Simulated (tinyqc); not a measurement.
Inside a calculation. Method: sp3 tight binding, zinc-blende lattice. One step of it, computed by the program tinyqc.

Question. Bloch Hamiltonian at G. Slater-Koster rules over the four bonds with direction cosines (l, m, n): ss V_ss; s-px l V_sp; px-s -l V_sp; px-px l^2 V_pps + (1 - l^2) V_ppp; px-py l m (V_pps - V_ppp); each times exp(i k.d).

Parameters chosen for this model: zinc-blende lattice, anion at 0, cation at a/4 (1,1,1); V = eta hbar^2 / (m d^2), hbar^2/m = 7.619964 eV angstrom^2:
```
parameter          value      unit
a               3.890000  angstrom
d               1.684419  angstrom
Es anion      -14.010000        eV
Ep anion       -6.670000        eV
Es cation     -14.010000        eV
Ep cation      -6.670000        eV
eta ss         -1.320000
eta sp          1.420000
eta pp sigma    2.220000
eta pp pi      -0.630000
V ss           -3.545083        eV
V sp            3.813650        eV
V pp sigma      5.962185        eV
V pp pi        -1.691971        eV
```

k point G (2 pi / a): 0  0  0

Give: H(k) at G.

Answer.

H(k) at G (eV), lower triangle:
```
          a s    a px    a py    a pz      c s    c px    c py    c pz
a s   -14.010
a px    0.000  -6.670
a py    0.000   0.000  -6.670
a pz    0.000   0.000   0.000  -6.670
c s   -14.180   0.000   0.000   0.000  -14.010
c px    0.000   3.438   0.000   0.000    0.000  -6.670
c py    0.000   0.000   3.438   0.000    0.000   0.000  -6.670
c pz    0.000   0.000   0.000   3.438    0.000   0.000   0.000  -6.670
```
